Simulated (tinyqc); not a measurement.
Plane-wave Kohn-Sham cycle with exchange-only LDA in a layered model solid, step by step. One step of it, computed by the program tinyqc.

Problem. Iteration 1: levels at that k. Diagonalise the Hermitian matrix.

H (hartree), lower triangle:
```
           -2         -1         +0         +1        +2
-2   0.137729
-1  -0.355000  -0.093590
+0  -0.095000  -0.355000  -0.170696
+1   0.000000  -0.095000  -0.355000  -0.093590
+2   0.000000   0.000000  -0.095000  -0.355000  0.137729
```

Give: eigenvalues.

Solution.

eigenvalues (hartree): -0.8117  -0.2919  0.1486  0.4311  0.4416
